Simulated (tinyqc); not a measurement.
Electron-beam lithography: double-Gaussian proximity function, edge placement and dose correction for parallel lines: one step, computed by the program tinyqc.

Lines are infinitely long. Absorbed energy is counted so that the middle of a very large area written at dose 1 receives 1; the resist develops where it exceeds 1/2.

Question. Interaction matrix. f(r) = [exp(-r^2/alpha^2)/alpha^2 + eta exp(-r^2/beta^2)/beta^2]/(pi (1 + eta)). A line from a to b at dose d gives E(x) = d [S(alpha) + eta S(beta)]/(1 + eta), S(s) = [erf((b - x)/s) - erf((a - x)/s)]/2. M_ij is the mean of E at the two edges of line i from line j at dose 1.

Inputs (values chosen for the exercise, of the order of those for 100 keV electrons in resist on silicon): forward range alpha = 0.014 micrometre; backscatter range beta = 33 micrometre; backscatter ratio eta = 0.94.

Lines (micrometre):

| line | left edge | right edge | centre |
|---|---|---|---|
| 1 | 0.000 | 30.000 | 15.0000 |
| 2 | 30.140 | 30.174 | 30.1570 |
| 3 | 49.174 | 49.271 | 49.2225 |
| 4 | 62.271 | 62.347 | 62.3090 |
| 5 | 74.347 | 74.467 | 74.4070 |

Give: M.

Answer.

M:
```
        1       2       3       4       5
1  0.4519  0.0002  0.0003  0.0001  0.0001
2  0.1934  0.2579  0.0006  0.0002  0.0002
3  0.0909  0.0002  0.2585  0.0005  0.0006
4  0.0384  0.0001  0.0007  0.2584  0.0009
5  0.0135  0.0000  0.0004  0.0006  0.2587
```
